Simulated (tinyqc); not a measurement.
Ionisation potential and affinity of a slab from the planar-averaged potential: one step. The potential line-up.

Values chosen for the exercise (out of a larger set: gap near that of GaN; not measured data): h = 0.35 angstrom (grid step).

macroscopic average (eV): -5.81533  -7.68110  -9.28455  -10.45224  -11.16143  -11.51144  -11.64257  -11.67789  -11.68647  -11.68934  -11.69123  -11.69300  -11.69475  -11.69650  -11.69825  -11.70000  -11.70175  -11.70350  -11.70525  -11.70700  -11.70873  -11.71034  -11.71097  -11.70589  -11.67407  -11.54644  -11.19978  -10.49509  -9.33301  -7.73444  -5.87224  -4.00931  -2.40870  -1.24356  -0.53507  -0.18418  -0.05218  -0.01598  -0.00653  -0.00279  -0.00005  0.00244  0.00422  0.00215  -0.02510  -0.14814  -0.49020  -1.19057  -2.35047  -3.95029

Problem. Read the macroscopic average in the middle of each region, j = 15 and j = 40, and its slope in A by a central difference over two points each way.

Give: plateau in A; plateau in vacuum; dV = vacuum - A; slope in A.

Solution.

plateau in A = -11.700 eV
plateau in vacuum = 0.000 eV
dV = vacuum - A = 11.700 eV
slope in A = -0.005 eV/angstrom

The average is tilted: the interfaces carry opposite charges, and the potential changes by -0.05 eV across A and by as much the other way across vacuum. Reading both regions at their mid-points (to within half a grid step), or extrapolating both lines to one interface, removes the tilt from dV.

tinyqc: `OMP_NUM_THREADS=1 python tinyqc.py 1880583 1880584 out.jsonl`; about 0.01 s, one thread, shared Intel(R) Xeon(R) Processor @ 2.30GHz.
